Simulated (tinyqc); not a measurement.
Inside a calculation. Method: empirical pseudopotential in a few plane waves. Computed by tinyqc, a small Python program that keeps every step. Settings: plane-wave index or count = 15. Command: `OMP_NUM_THREADS=1 python tinyqc.py 22879 22880 out.jsonl` (the two numbers bound the seeds that draw the settings). One thread of a shared host (Intel(R) Xeon(R) Processor @ 2.60GHz), about 0.2 s of CPU time with the checks.

## Bloch Hamiltonian at G

Parameters chosen for this model: fcc lattice, atoms at +/- a/8 (1,1,1); form factors in rydberg at |G|^2 in units of (2 pi/a)^2:
```
parameter                 value      unit
a                      5.480000  angstrom
VS(3)                 -0.223000        Ry
VS(8)                  0.021000        Ry
VS(11)                 0.061000        Ry
VA(3)                  0.128000        Ry
VA(4)                  0.090000        Ry
VA(11)                 0.015000        Ry
hbar^2/2m (2 pi/a)^2   5.008660        eV
```

k point G (2 pi / a): 0  0  0

Basis: the 15 shortest G (labels in 2 pi/a), the same at every k. H(G,G') = c |k + G|^2 delta + VS(|G-G'|^2) cos((G-G').tau) + i VA sin((G-G').tau), tau = a/8 (1,1,1); 1 Ry = 13.605693 eV.

H(k) at G (eV), lower triangle (Hermitian):
```
                     +0+0+0               -1-1-1               -1-1+1               -1+1-1
+0+0+0             0.000000
-1-1-1   2.145411-1.231447i            15.025980
-1-1+1  -2.145411-1.231447i   0.000000+1.224512i            15.025980
-1+1-1  -2.145411-1.231447i   0.000000+1.224512i             0.285720            15.025980
-1+1+1  -2.145411+1.231447i            -0.285720   0.000000+1.224512i   0.000000+1.224512i
+1-1-1  -2.145411-1.231447i   0.000000+1.224512i             0.285720             0.285720
+1-1+1  -2.145411+1.231447i            -0.285720   0.000000+1.224512i             0.000000
+1+1-1  -2.145411+1.231447i            -0.285720             0.000000   0.000000+1.224512i
+1+1+1   2.145411+1.231447i             0.000000            -0.285720            -0.285720
-2+0+0   0.000000-1.224512i  -2.145411+1.231447i  -2.145411-1.231447i  -2.145411-1.231447i
+0-2+0   0.000000-1.224512i  -2.145411+1.231447i  -2.145411-1.231447i   0.586861-0.144310i
+0+0-2   0.000000-1.224512i  -2.145411+1.231447i   0.586861-0.144310i  -2.145411-1.231447i
+0+0+2   0.000000+1.224512i  -0.586861-0.144310i   2.145411+1.231447i  -0.586861+0.144310i
+0+2+0   0.000000+1.224512i  -0.586861-0.144310i  -0.586861+0.144310i   2.145411+1.231447i
+2+0+0   0.000000+1.224512i  -0.586861-0.144310i  -0.586861+0.144310i  -0.586861+0.144310i

                     -1+1+1               +1-1-1               +1-1+1               +1+1-1
-1+1+1            15.025980
+1-1-1             0.000000            15.025980
+1-1+1             0.285720   0.000000+1.224512i            15.025980
+1+1-1             0.285720   0.000000+1.224512i             0.285720            15.025980
+1+1+1   0.000000+1.224512i            -0.285720   0.000000+1.224512i   0.000000+1.224512i
-2+0+0   2.145411-1.231447i   0.586861-0.144310i  -0.586861-0.144310i  -0.586861-0.144310i
+0-2+0  -0.586861-0.144310i  -2.145411-1.231447i   2.145411-1.231447i  -0.586861-0.144310i
+0+0-2  -0.586861-0.144310i  -2.145411-1.231447i  -0.586861-0.144310i   2.145411-1.231447i
+0+0+2  -2.145411+1.231447i  -0.586861+0.144310i  -2.145411+1.231447i   0.586861+0.144310i
+0+2+0  -2.145411+1.231447i  -0.586861+0.144310i   0.586861+0.144310i  -2.145411+1.231447i
+2+0+0   0.586861+0.144310i   2.145411+1.231447i  -2.145411+1.231447i  -2.145411+1.231447i

                     +1+1+1     -2+0+0     +0-2+0     +0+0-2
+1+1+1            15.025980
-2+0+0  -0.586861+0.144310i  20.034640
+0-2+0  -0.586861+0.144310i   0.285720  20.034640
+0+0-2  -0.586861+0.144310i   0.285720   0.285720  20.034640
+0+0+2  -2.145411-1.231447i  -0.285720  -0.285720   0.000000
+0+2+0  -2.145411-1.231447i  -0.285720   0.000000  -0.285720
+2+0+0  -2.145411-1.231447i   0.000000  -0.285720  -0.285720

           +0+0+2     +0+2+0     +2+0+0
+0+0+2  20.034640
+0+2+0   0.285720  20.034640
+2+0+0   0.285720   0.285720  20.034640
```

## Levels at G

Diagonalise the Hermitian matrix.

eigenvalues (eV): -4.421730  10.225150  10.225150  10.225150  12.361613  15.663329  15.663329  15.663329  19.463201  19.463201  19.798994  23.626681  23.626681  23.626681  25.204917

## Bands along a path

The same steps at evenly spaced points between the labelled ones.

Bands along the path (eV), lowest eight:
```
k            band 1     band 2     band 3     band 4     band 5     band 6     band 7     band 8
L         -2.749898   4.621116   9.733620   9.733620  12.950735  15.928392  15.928392  19.139964
L-G 0.33  -3.481461   5.823407   9.709725   9.709725  13.078186  16.084874  16.084874  18.985765
L-G 0.67  -4.162424   8.162371  10.006452  10.006452  13.445211  16.129395  16.129395  16.149207
G         -4.421730  10.225150  10.225150  10.225150  12.361613  15.663329  15.663329  15.663329
G-X 0.33  -4.075580   8.242489   9.524462   9.524462  14.119460  14.787190  17.091776  17.091776
G-X 0.67  -3.161832   6.081208   8.636807   8.636807  12.793078  13.699210  19.688418  20.089281
X         -2.186219   4.845363   8.473316   8.473316  12.291472  12.947511  23.763155  23.763155
```

With 4 band(s) filled, the highest filled level on these points lies at G and the lowest empty one at X: a gap of 2.0663 eV, indirect. This holds for the small fixed basis; with all plane waves up to |k + G|^2 = 21 (2 pi/a)^2 the gap along the path is 2.22 eV.

## Convergence with the number of plane waves

Levels at G counted from the fourth one.

Levels (eV):
```
plane waves     level 1   level 5   level 8
9            -16.638089  1.573875  2.449025
15           -14.646880  2.136463  5.438178
27           -13.667292  2.237603  5.826761
51           -13.340207  2.156441  5.998457
59           -13.294073  2.197959  5.807806
65           -13.290786  2.200222  5.783875
89           -13.284226  2.204030  5.788603
```
